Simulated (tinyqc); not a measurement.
# From one set of inputs to another, one input at a time

Model: microkinetic model of low-temperature epitaxy from hydride gases: adsorption, hydrogen desorption and rate control. Computed by tinyqc, a small Python program. Command: `OMP_NUM_THREADS=1 python tinyqc.py 3000277 3000278 out.jsonl hepi ladder`. One thread of a shared host (Intel(R) Xeon(R) Processor @ 2.30GHz), about 0.02 s of CPU time with the checks.

Each hydride molecule needs two free sites and leaves four hydrogen atoms, of which two leave at once as H2; theta is the hydrogen coverage, the site density is 6.78 per nm^2 and one layer is 1.358 angstrom thick.

The inputs printed are set A. Inputs not listed in the table keep their values of set A, so the rows need not describe a real material.

Inputs (values chosen for the exercise, close to those used for silane and germane, with second-order desorption as on Si(111) but the site density of Si(001)):
```
quantity                                           value  unit
silane pressure p_S                                  1.7    Pa
sticking prefactor of silane s0                     0.17     -
adsorption barrier E_s                              0.23    eV
desorption prefactor nu_d                        7.9e+11   1/s
desorption energy on silicon E_d                    2.09    eV
hydrogen carrier pressure p_H                       9000    Pa
sticking of hydrogen s_H                         2.3e-07     -
temperature T                                        690     C
germane pressure p_G                                 0.2    Pa
sticking ratio of germane to silane r_G              2.3     -
lowering of E_d per unit germanium fraction, dE     0.51    eV
```

Film: silicon-germanium. Order of hydrogen desorption: second.

Constants: k_B = 8.617333262e-05 eV/K; u = 1.6605390666e-27 kg; k_B = 1.380649e-23 J/K.

Method:
- Flux per site F = p/(sqrt(2 pi M k_B T) x 6.78e18 per m^2), M = 32.12 u (silane), 76.63 u (germane), 2.016 u (hydrogen); s = s0 exp(-E_s/(k_B T)); k_S = s F_S, k_G = r_G s F_G; germanium fraction x = k_G/(k_S + k_G); k = k_S + k_G; k_H = s_H F_H; k_d = nu_d exp(-(E_d - dE x)/(k_B T)).
- Temperatures in kelvin are T(C) + 273.15.
- With k the hydride and k_H the hydrogen adsorption rate on free pairs and k_d the desorption rate, steady state: 2 (k + k_H)(1 - theta)^2 = k_d theta^2; growth rate R = k (1 - theta)^2 layers/s; 1 layer/s = 8.148 nm/min.
- With c = 2 (k + k_H)/k_d the free share is 1 - theta = 1/(1 + sqrt(c)).
- X_i = d ln R/d ln k_i at fixed other constants. With f = 1 - theta and a = 2/f + 2/theta: d ln f/d ln k_d = 1/(a f), so X_d = 2/(a f), X_k = 1 - X_d k/(k + k_H), X_H = -X_d k_H/(k + k_H); they sum to 1.

Each row keeps all changes above it:
```
input moved                                                                         from           to  hydrogen coverage theta  X_d (desorption)  germanium fraction x
set A                                                                                  -            -                  0.70485           0.70485               0.14907
germane pressure p_G (Pa)                                                            0.2       0.0042                  0.77932           0.77932               0.00367
sticking prefactor of silane s0 and adsorption barrier E_s (eV)               0.17, 0.23  0.017, 0.15                  0.71260           0.71260               0.00367
lowering of E_d per unit germanium fraction, dE (eV)                                0.51         0.43                  0.71296           0.71296               0.00367
desorption prefactor nu_d (1/s) and desorption energy on silicon E_d (eV)  7.9e+11, 2.09  3e+12, 2.07                  0.53050           0.53050               0.00367
silane pressure p_S (Pa)                                                             1.7        0.024                  0.34837           0.34837               0.20672
```

Hydrogen coverage theta goes from 0.705 to 0.348, a factor 0.494 in all. The largest single move comes from silane pressure p_S (a factor 0.657), and germane pressure p_G works against it (a factor 1.11). X_d (desorption) goes from 0.705 to 0.348, a factor 0.494 in all. The largest single move comes from silane pressure p_S (a factor 0.657), and germane pressure p_G works against it (a factor 1.11). Germanium fraction x goes from 0.149 to 0.207, a factor 1.39 in all. The largest single move comes from silane pressure p_S (a factor 56.4), and germane pressure p_G works against it (a factor 0.0246). The single moves hold for this order of the switches; the total does not depend on the order.

Caution (all rows): at carrier pressures near or above 1e4 Pa gas-phase transport, left out here, begins to limit.

Extremes, crossings and ranges named in words are read from the listed rows.
